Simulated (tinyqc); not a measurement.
Across the tunnelling window: band-to-band tunnelling across a p-n junction in a two-band chain.

Sites alternate A at -Eg/2 and C at +Eg/2 with hopping -t; near the edges, with k counted from the zone boundary pi/a, E^2 = (Eg/2)^2 + (t a k)^2, so t = sqrt(c Eg/m)/a gives the mass m, c = hbar^2/2m0. In the gap cosh(q a) = 1 + (Eg^2/4 - e^2)/(2 t^2), e the energy from the local mid-gap. The potential is V0 = Eg + ov on the p side (left), 0 on the n side, and falls linearly over the 2N sites of the junction, V_j = V0 (1 - j/(2N + 1)), j = 1 to 2N, site 1 being A. E = Eg/2 + x ov. A half chain that ends on a site of level e1 with neighbour e2 has g = (1 + z)/(E - e1), z = exp(-/+ i k a) the root with Im g < 0, cos(k a) = (E - e1)(E - e2)/(2 t^2) - 1. S_L = t^2 g (ending on C, shifted by V0), S_R = t^2 g (starting on A). T = 4 Im(S_L) Im(S_R) |G_(1,2N)|^2.

Constants: hbar^2/2m0 = 3.80998211 eV angstrom^2; e^2/h = 3.874045865e-05 S.

Inputs chosen for the exercise (gap and mass near those of GaAs; not measured data): Eg = 1.36 eV (gap); m = 0.0717 m0 (mass of electron and light hole); a = 6 angstrom (period (two sites)); ov = 0.4 eV (overlap: top of the valence band on the p side above the conduction edge on the n side); Nw = 20 (periods in the junction).

N = Nw. The mean of T over the window uses 12 Gauss-Legendre points in x; the current of one channel with both spins, all states in the window full on the p side and empty on the n side, is (2e^2/h) <T> ov. WKB: exp(-2 I/F), I = pi Eg^2/(8 t a), F = V0/((2N + 1) a/2).

Against energy:
```
x     E (eV)         T  T over WKB
0.02  0.6880  4.93e-06       0.757
0.10  0.7200  8.70e-06       1.337
0.35  0.8200  9.33e-06       1.434
0.50  0.8800  9.16e-06       1.407
0.65  0.9400  9.33e-06       1.434
0.80  1.0000  9.52e-06       1.463
0.90  1.0400  8.70e-06       1.337
0.98  1.0720  4.93e-06       0.757
```

Give the missing row, x = 0.20, E (eV) = 0.7600.

Computed row:
```
x     E (eV)         T  T over WKB
0.20  0.7600  9.52e-06       1.463
```

mean T = 8.77e-06
current = 0.000272 microampere

WKB gives one value for the whole window, since the path through the gap is the same. The chain is symmetric about x = 0.5, where it gives 1.41 times WKB; among these rows it is largest at x = 0.2 and 0.8 (1.46), and it has 0.76 at x = 0.02 on its way to zero at the ends, where the velocity in one lead vanishes. The variation comes from the reflections where the field begins and ends, whose distance from the turning points changes with x.

(tinyqc, `OMP_NUM_THREADS=1 python tinyqc.py 1480288 1480289 out.jsonl`, Intel(R) Xeon(R) Processor @ 2.30GHz, 1 thread, shared host, about 0.01 s.)
